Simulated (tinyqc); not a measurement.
Frequency dispersion of an accumulation capacitance by border traps, distributed model: one step of the calculation.

Traps spread evenly through the insulator exchange electrons with the semiconductor by tunnelling, with tau(x) = t0 exp(2 ka x) at depth x from the interface. The admittance per area Y seen at depth x obeys dY/dx = -Y^2/(i w eps0 eox) + q Nb ln(1 + i w tau)/tau, with Y(0) = i w Cs and w = 2 pi f; the gate sees Y(tox) = G + i w C. Working variable y = Y/(i w), in uF/cm^2. Cox = eps0 eox/tox.

Problem. Scales and lumped estimate. Cox; trap-free value 1/(1/Cox + 1/Cs); response depth d = ln(1/(w t0))/(2 ka), where w tau = 1; lumped estimate: all traps within d act as C_bt = q Nb d placed at d/2, so C = 1/{1/[1/(1/Cs + d/(2 eps0 eox)) + C_bt] + (tox - d/2)/(eps0 eox)}.

Parameters, values chosen for the exercise; permittivity close to that of silicon dioxide: relative permittivity of the insulator eox = 4.03; insulator thickness tox = 7.3 nm; semiconductor capacitance in accumulation Cs = 4.1 uF/cm^2; density of border traps Nb = 2.8e19 cm^-3 eV^-1; decay constant of the wave function in the insulator ka = 3.5 1/nm; time constant of a trap at the interface t0 = 1e-9 s; frequency f = 1e5 Hz.

Constants: q = 1.602176634e-19 C, eps0 = 8.8541878128e-14 F/cm where lengths are in cm. Results are converted to the units shown.

Give: Cox; trap-free C; d; C_bt; lumped C.

Solution.

Cox = 0.4888 uF/cm^2
trap-free C = 0.4367 uF/cm^2
d = 1.053 nm
C_bt = 0.4725 uF/cm^2
lumped C = 0.4487 uF/cm^2

The traps within reach amount to 0.115 Cs and lie in the first 14.4 % of the insulator.

tinyqc, about 0.6 s, one thread, Intel Xeon 2.30GHz (shared host): `OMP_NUM_THREADS=1 python tinyqc.py 2202166 2202167 out.jsonl`
